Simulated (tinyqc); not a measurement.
# Double-gate transistor, scale length and short-channel effects: effects of single changes

A body of thickness ts between two insulators of thickness ti and two tied gates. Below threshold the potential that source and drain add obeys Laplace's equation and vanishes on the gate. Its lowest mode decays along the channel as exp(-k y); k is the smallest positive root of the matching condition at the interface, and the scale length is Lambda = pi/k.

Values chosen for this exercise; permittivities: semiconductor made up, insulator close to that of hafnium oxide: temperature T = 325 K; relative permittivity of the semiconductor eps_r = 12.5; relative permittivity of the insulator ei = 21.1; insulator thickness ti = 4.2 nm; body thickness ts = 8.3 nm; channel length L = 19 nm; potential of the source Vbi = 0.93 V; potential of the barrier top at threshold sT = 0.52 V; drain voltage Vds = 0.7 V.

Constants: q = 1.602176634e-19 C, kB = 1.380649e-23 J/K, Vt = kB T/q. Results are converted to the units shown.

Each table varies one quantity; the others keep the values above.

## Effect of the channel length

k is the smallest positive root of f(k) = ei cos(k ti) cos(k ts/2) - eps_r sin(k ti) sin(k ts/2). Along the channel psi(y) = s + a exp(y/l) + b exp(-y/l) with psi(0) = Vbi, psi(L) = Vbi + Vds and l = 1/k = Lambda/pi; with A = Vbi - s, B = A + Vds, x = exp(-L/l): a = (B - A x) x/(1 - x^2), b = (A - B x)/(1 - x^2). The minimum is s + 2 sqrt(a b), at y = (l/2) ln(b/a). The long-channel potential follows the gate as s = sT + (Vg - VTL)/m, and the threshold VT is the gate voltage at which the minimum equals sT. Swing = m Vt ln 10/g at threshold, g = d(minimum)/ds = 1 - (b x + a)/((1 + x) sqrt(a b)). DIBL = [VT(0.05 V) - VT(Vds)]/(Vds - 0.05 V). sT and Vbi are held fixed; m = 1.

The same in every row: Lambda (nm) = 14.34.

Results:
```
L (nm),L/Lambda,VT - VTL at Vds = 0.05 V (mV),VT - VTL at Vds (mV),DIBL (mV/V),swing (mV/decade)
16,1.116,-220.3,-352.9,204.1,100.3
19,1.325,-141.5,-225.2,128.8,87.62
27,1.883,-50.18,-78.86,44.13,72.79
32,2.232,-27.72,-43.36,24.07,69.09
38,2.650,-13.94,-21.74,12.00,66.81
45,3.139,-6.368,-9.909,5.449,65.55
54,3.766,-2.354,-3.659,2.008,64.88
65,4.534,-0.7027,-1.092,0.5986,64.60
```

Estimate the missing row, L = 22 nm.

Computed row:
```
L (nm),L/Lambda,VT - VTL at Vds = 0.05 V (mV),VT - VTL at Vds (mV),DIBL (mV/V),swing (mV/decade)
22,1.534,-94.16,-149.0,84.41,79.97
```

With this row back in the table: From L = 16 to 65 nm, DIBL falls from 204 to 0.599 mV/V and the swing falls from 100 to 64.6 mV a decade (long-channel value 64.5). Between the last two rows the threshold shift at Vds decays with a length of 9.10 nm, against 2 Lambda/pi = 9.13 nm for a shift that goes as exp(-pi L/(2 Lambda)). DIBL first drops below 100 mV/V at L = 22 nm among the rows, L/Lambda = 1.5. For L = 16 to 19 nm L is under 1.5 Lambda, where higher modes, left out of the one-mode potential, count.

## A higher permittivity at fixed equivalent oxide thickness

Same model as above.

The equivalent oxide thickness 3.9 ti/ei is held at 0.78 nm, so ti = 0.78 ei/3.9 nm.

A higher permittivity at fixed equivalent oxide thickness:
```
ei,ti (nm),Lambda (nm),L/Lambda,DIBL (mV/V),swing (mV/decade)
3.9,0.78000,12.831,1.4807,93.801,81.604
5,1.0000,12.863,1.4771,94.469,81.720
7.5,1.5000,12.963,1.4657,96.649,82.099
10,2.0000,13.108,1.4495,99.821,82.649
15,3.0000,13.543,1.4029,109.65,84.346
20,4.0000,14.197,1.3384,125.26,87.022
25,5.0000,15.089,1.2592,148.16,90.912
35,7.0000,17.542,1.0831,220.38,102.98
```

What does the comparison show?

As ei goes from 3.9 to 35, Lambda rises from 12.8 to 17.5 nm, DIBL rises from 93.8 to 220 mV/V and the swing rises from 81.6 to 103 mV a decade. The ratio ei/ti is the same in every row, yet the insulator grows from 0.780 to 7.00 nm, and drain fields reach the channel sideways through it. In every row L is under 1.5 Lambda, where higher modes, left out of the one-mode potential, count.

Program tinyqc, `OMP_NUM_THREADS=1 python tinyqc.py 2420007 2420008 out.jsonl`; Intel Xeon 2.30GHz, shared host, one thread, about 0.01 s.
